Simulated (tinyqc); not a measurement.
# Capacitances against the relative permittivity between the lines

Endless row of lines of width wl, height tl and space sl between grounded planes at distance hd; e2 fills the gaps beside the lines, e1 the rest. Laplace's equation is solved on meshes of 3, 6 and 12 steps per unit u and extrapolated (Aitken), which is good to about 0.2 %. C_even (all lines at 1 V) is the capacitance Cg to the planes; C_odd (neighbours in antiphase) = Cg + 4 Cc if only nearest neighbours couple, which defines Cc; total with quiet neighbours Cg + 2 Cc. Plate values 2 eps0 e1 wl/hd and eps0 e2 tl/sl.

Values chosen for this exercise: relative permittivity above and below the lines e1 = 3.9; line width, in units u wl = 4 u; line height tl = 10 u; space between lines sl = 6 u; distance to each plane hd = 4 u.

Constants: eps0 = 8.8541878128e-12 F/m. Results are converted to the units shown.

The same in every row: plate Cg (aF/um) = 69.1.

Results:
```
e2,Cg (aF/um),Cc (aF/um),Cg + 2 Cc (aF/um),C_odd (aF/um),plate Cc (aF/um),"share of coupling, 2 Cc/(Cg + 2 Cc) (%)"
1,134,16.9,168,201,14.8,20.1
1.5,138,23.6,185,232,22.1,25.5
2,141,30.4,202,263,29.5,30.1
3,146,44.4,235,324,44.3,37.7
3.9,150,57.1,264,378,57.6,43.3
5,153,72.8,298,444,73.8,48.8
7,157,102,360,563,103,56.5
```

Estimate the missing row, e2 = 2.5.

Computed row:
```
e2,Cg (aF/um),Cc (aF/um),Cg + 2 Cc (aF/um),C_odd (aF/um),plate Cc (aF/um),"share of coupling, 2 Cc/(Cg + 2 Cc) (%)"
2.5,144,37.4,219,294,36.9,34.2
```

With this row back in the table: As e2 goes from 1 to 7, Cg rises from 134 to 157 aF/um, Cc rises from 16.9 to 102 aF/um and the share of coupling rises from 20.1 to 56.5 %. Cg is 1.94 times its plate value in the first row and 2.27 times in the last; for Cc the ratios are 1.14 and 0.984. Neighbours in antiphase raise the load by a factor of 1.20 and 1.56 over quiet ones.

Computed by the program tinyqc: `OMP_NUM_THREADS=1 python tinyqc.py 2790137 2790138 out.jsonl`, one thread of a shared Intel Xeon 2.30GHz, about 0.5 s for the whole run.
